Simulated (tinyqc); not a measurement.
Valley splitting in a one-orbital chain of atomic planes (second-neighbour model), step by step. Values are carried at full precision from step to step, so a last printed digit may differ when a step is redone from the rounded ones.

Each (001) plane carries one orbital with energy e0, hopping v to the next plane and u to the second: E(phi) = e0 + 2 v cos(phi) + 2 u cos(2 phi), where phi = pi - k a/4 (the sign of every second orbital is chosen so that v > 0, which shifts the phase by pi). The minimum lies at cos(phi0) = -v/(4u), phi0 = pi - (pi/2) k0 for a valley at k0 (2 pi/a), and e0 puts it at zero. A slab of N planes has hard walls: the matrix simply ends.

Constants: hbar^2/2m0 = 3.80998211 eV angstrom^2.

Values chosen for the exercise (near those of the Delta valleys of silicon; abrupt walls in this chain split the valleys several times more than measured wells; shifted at random, so the results belong to these values and not to a real crystal):
- a = 5.423 angstrom (lattice constant; planes lie a/4 apart)
- k0 = 0.844 2 pi/a (position of the valley)
- ml = 0.853 m0 (longitudinal mass)
- N = 10 (planes in the small slab)

## Hoppings from the valley position and mass

The curvature at the minimum is d2E/dphi2 = 8 u sin^2(phi0) = (2c/ml)/(a/4)^2 with c = hbar^2/2m0; v = -4 u cos(phi0); e0 = 2u + v^2/(4u).

phi0 = 1.81584 rad
u = 0.64550 eV
v = 0.62639 eV
e0 = 1.44297 eV

## The bulk band

E at phi = j pi/10.

Band:
```
phi/pi  E (eV)
0.0     3.9868
0.1     3.6789
0.2     2.8554
0.3     1.7804
0.4     0.7857
0.5     0.1520
0.6     0.0114
0.7     0.3077
0.8     0.8284
0.9     1.2959
1.0     1.4812
```

## Hamiltonian of the slab

e0 on the diagonal, v and u on the first and second off-diagonals.

H (eV), lower triangle:
```
         1       2       3       4       5       6       7       8       9      10
1   1.4430
2   0.6264  1.4430
3   0.6455  0.6264  1.4430
4        0  0.6455  0.6264  1.4430
5        0       0  0.6455  0.6264  1.4430
6        0       0       0  0.6455  0.6264  1.4430
7        0       0       0       0  0.6455  0.6264  1.4430
8        0       0       0       0       0  0.6455  0.6264  1.4430
9        0       0       0       0       0       0  0.6455  0.6264  1.4430
10       0       0       0       0       0       0       0  0.6455  0.6264  1.4430
```

## Levels and the valley doublet

Diagonalise H. The two lowest levels are the doublet made from the valleys at +k0 and -k0; give their splitting, the weights of the lowest state, and its parity under reversal of the planes.

levels (eV): 0.1595  0.1646  0.5742  0.6207  1.0424  1.2862  1.4461  2.2585  3.1225  3.7551

splitting = 5.09 meV

weights on the planes: 0.052  0.000  0.198  0.052  0.197  0.197  0.052  0.198  0.000  0.052

parity of the lowest state: odd

The mean of the doublet lies 0.1620 eV above the bulk minimum, and level 3 lies 0.4122 eV above that mean; the weights oscillate from plane to plane because the two valleys interfere.

## Checks

- Mean of the doublet for 400 planes against the effective-mass level with W = 402 a/4 (meV): both 0.1484.

Computed by tinyqc, a small Python program: `OMP_NUM_THREADS=1 python tinyqc.py 1481423 1481424 out.jsonl` (the numbers bound the seed that draws the inputs); one thread of a shared host (Intel(R) Xeon(R) Processor @ 2.30GHz), about 0.02 s for the whole set of steps.
